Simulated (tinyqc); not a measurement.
# Gap voltage and exponent from three temperatures

Inverse problem. At constant current VBE(T) = Vg0 - a T - eta (kB T/q) ln T, where a is a constant. Find Vg0, eta and dVBE/dT at the middle temperature.

Constants: q = 1.602176634e-19 C, kB = 1.380649e-23 J/K. Results are converted to the units shown.

T (K): 273  360  390
VBE at a constant current (V): 0.6618871495  0.4627431614  0.3927349616

Answer. The relation is linear in Vg0, a and eta, so three points give a linear system; the slope is (VBE - Vg0 - eta kB T/q)/T. eta rests on the curvature of VBE(T) alone, so real fits need accuracy of some tens of microvolts or better.

Vg0 = 1.21 V
eta = 3.00
dVBE/dT = -2.32 mV/K

Numbers from tinyqc (`OMP_NUM_THREADS=1 python tinyqc.py 2062020 2062021 out.jsonl`; about 0.03 s on one thread of a shared Intel Xeon 2.30GHz).
